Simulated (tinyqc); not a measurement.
Hot electrons in a saturated n-channel MOSFET, lucky-electron model: one step of the calculation.

Beyond pinch-off the lateral field grows as Esat cosh(y/l) over the velocity-saturated region (pseudo-two-dimensional model). Impact ionisation in this region gives the substrate current, which biases the body forward through Rsub. Currents are per width. Local-field laws: they overstate ionisation when the field peak is narrower than an energy relaxation length.

Problem. Body bias from the substrate current. Cox = 3.9 eps0/tox. Overdrive g = Vg - VT + kb Vb; Vdsat = g Esat L/(g + Esat L); Id = Cox vs (g - Vdsat); dV = Vd - Id Rd - Vdsat; Em = sqrt((dV/l)^2 + Esat^2); Isub = Id (Ai/Bi) l Em exp(-Bi/Em). Vb(new) = Rsub Isub.

Inputs (values chosen for the exercise); values close to those of silicon n-channel devices:
- L = 0.18 um (channel length)
- tox = 4 nm (oxide thickness)
- VT = 0.46 V (threshold)
- vs = 9.9e6 cm/s (saturation velocity)
- Ai = 2e6 1/cm (ionisation prefactor)
- Bi = 1.82 MV/cm (ionisation field)
- Rd = 0 ohm um (resistance of the lightly doped drain)
- Rsub = 4500 ohm um (substrate resistance)
- kb = 0.22 (fall of VT per volt of forward body bias)
- Vd = 1.6 V (drain voltage)
- Vg = 0.9 V (gate voltage)

Constants: eps0 = 8.8541878128e-14 F/cm where lengths are in cm. Results are converted to the units shown.

Vb at the start = 0 V
l = 24.248711 nm
Esat = 0.076153846 MV/cm

Give: Vdsat; Id; dV; Em; Isub; Vb after iteration 1.

Solution.

Vdsat = 0.33308 V
Id = 91.376 uA/um
dV = 1.2669 V
Em = 0.52799 MV/cm
Isub = 4.0933 uA/um
Vb after iteration 1 = 0.018420 V

Computed by the program tinyqc: `OMP_NUM_THREADS=1 python tinyqc.py 2550069 2550070 out.jsonl`, one thread of a shared Intel Xeon 2.30GHz, about 0.01 s for the whole run.
